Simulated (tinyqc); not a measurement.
Kinetics of strain relaxation and threading dislocations in mismatched semiconductor layers: one step, computed by the program tinyqc.

60-degree dislocations on {111} planes of a (001) layer, isotropic elasticity. The Schmid factor is 1/sqrt(6), and a misfit segment relieves strain with b/2.

Problem. Thick uniform layer and trapping in a trench. A separate case, a thick relaxed layer. Pair reactions during growth: d rho/dh = -K rho^2 with K = 2 r_A tan(psi) and threads inclined by psi = 45 degrees (the <110> lines of {111} planes), so rho = 1/(K H) for a layer that starts with far more threads than that, as highly mismatched layers do. In a trench along [110] a thread on {111} rises at 54.74 degrees across the width, and leaves through the wall below the height w tan(54.74 degrees) = sqrt(2) w; the share of threads, evenly spread over the floor, that reach the top is max(0, 1 - a/sqrt 2) for the aspect ratio a.

Inputs (values chosen for the exercise, modelled on Ge on Si): reaction radius r_A = 41 nm; final thickness of a thick uniform layer H = 1.5 micrometre; aspect ratio of a trench = 2.2.

Give: thread density at H; share that reaches the top.

Solution.

thread density at H = 8.130e+08 1/cm^2

share that reaches the top = 0

The trench traps all threads that cross it; those that run along it are not trapped. Thickness alone needs 1200 micrometre for 1e6 /cm^2.
